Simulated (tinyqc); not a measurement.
Electrons shared among three sets of ellipsoidal valleys: one step. Fermi level and populations. Two cases, with inputs chosen for the exercise.

Problem. Solve n = sum_i N_i F_1/2((EF - dE_i)/kT), energies from the edge of the first set.

F_j(eta) = (1/Gamma(j + 1)) integral_0^infinity x^j dx/(1 + exp(x - eta)), which tends to exp(eta) for eta << 0.

Case 1.

Values chosen (out of a larger set: masses and offsets near those of Si; mobilities are free inputs, held fixed; not measured data): dE = (0, 0.131, 1.009) eV (edges of Delta2, Delta4, L above the first, the first two split by strain); n = 1e+18 1/cm^3 (total electron density).

N_i (1/cm^3): Delta2 1.358090e+19, Delta4 2.716181e+19, L 2.362603e+19

kT = 0.03446933 eV

Case 2.

Values chosen (out of a larger set: masses and offsets near those of GaP; mobilities are free inputs, held fixed; not measured data): dE = (0, 0.358, 0.468) eV (edges of X, L, Gamma above the first); n = 3.1e+19 1/cm^3 (total electron density).

N_i (1/cm^3): X 5.771287e+19, L 3.724930e+19, Gamma 2.386218e+18

kT = 0.04308667 eV

Give: EF; eta_i; n_i; shares.

Solution.

Case 1.

EF = -0.0906 eV

eta_i: Delta2 -2.63, Delta4 -6.43, L -31.90

n_i (1/cm^3): Delta2 9.56e+17, Delta4 4.38e+16, L 3.30e+05

shares: Delta2 0.9562, Delta4 0.0438, L 0.0000

Delta2 holds most electrons (95.6 %). Boltzmann weights N_i exp(-dE_i/kT) would give Delta4 a share of 0.0428.

Case 2.

EF = -0.0187 eV

eta_i: X -0.43, L -8.74, Gamma -11.30

n_i (1/cm^3): X 3.10e+19, L 5.95e+15, Gamma 2.97e+13

shares: X 0.9998, L 0.0002, Gamma 0.0000

X holds most electrons (100.0 %). Boltzmann weights N_i exp(-dE_i/kT) would give L a share of 0.0002.

Computed by tinyqc, one run a case: `OMP_NUM_THREADS=1 python tinyqc.py N N+1 out.jsonl` with N = 1651195, 1651358; one thread of a shared Intel(R) Xeon(R) Processor @ 2.30GHz, about 0.01 s a run at most.
